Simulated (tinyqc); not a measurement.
Isotherms: adsorption as a lattice gas: isotherms with interactions, competition, desorption peaks and saturation dose. Computed by tinyqc, a small Python program. Command: `OMP_NUM_THREADS=1 python tinyqc.py 3004852 3004853 out.jsonl adsorb walk`. One thread of a shared host (Intel(R) Xeon(R) Processor @ 2.30GHz), about 0.1 s of CPU time with the checks.

One adsorbate per site; a molecule needs 1 empty site. Gas and surface have the same temperature.

Inputs (values chosen for the exercise, for a model surface): desorption energy E = 2.3 eV; prefactor nu = 9.8e+12 1/s; pair energy w (positive repels) = 0.11 eV; neighbours z = 4; site density N_s = 8.8 1/nm^2; molecular mass M = 170 u; sticking coefficient s0 = 0.0017; temperature T = 990 K; pressure p = 140 Pa; blocking by a second gas, K_B p_B = 0.64.

Adsorption: molecular (first order).

Constants: u = 1.6605390666e-27 kg; k_B = 1.380649e-23 J/K; k_B = 8.617333262e-05 eV/K.

Method. Flux F = p/sqrt(2 pi M k_B T); k_d = nu exp(-E/(k_B T)); s0 F (1 - theta) = N_s k_d theta, so y = s0 F/(N_s k_d), theta = y/(1 + y). With a second gas on the same sites theta = y/(1 + y + K_B p_B). With u = w/(k_B T). Mean field: theta/(1 - theta) = y exp(-z u theta). Quasi-chemical: theta/(1 - theta) = y [(r - 1 + 2 theta)(1 - theta)/((r + 1 - 2 theta) theta)]^(-z/2) exp(-z u/2), r = sqrt(1 - 4 theta (1 - theta)(1 - exp(-u))).

u = 1.28939

Coverage; the first column is ln y - z u/2:
```
ln y - z u/2  no interaction  mean field  quasi-chemical
-5.0                 0.08157     0.06092         0.06717
-3.0                 0.39623     0.19421         0.22175
-2.0                 0.64079     0.28785         0.31728
-1.0                 0.82903     0.39156         0.41035
-0.5                 0.88882     0.44550         0.45544
0.0                  0.92948     0.50000         0.50000
0.5                  0.95601     0.55450         0.54456
1.0                  0.97285     0.60844         0.58965
2.0                  0.98984     0.71215         0.68272
3.0                  0.99624     0.80579         0.77825
5.0                  0.99949     0.93908         0.93283
```

What does the comparison show, and why?

At half coverage the slope d theta/d ln y is 1/4 without interaction, 1/(4 + z u) = 0.109 in mean field and 0.089 in the pair theory, 1/[4 + 2 z (exp(u/2) - 1)]. Repulsion spreads the filling over a wider range of pressure; the two theories differ by at most 0.029 in these rows. Caution: for z u near 4 or above (near 8 on the triangular lattice, z = 6) mean field itself predicts sublattice order near half coverage (the exact threshold is higher); both uniform formulas leave ordering out.
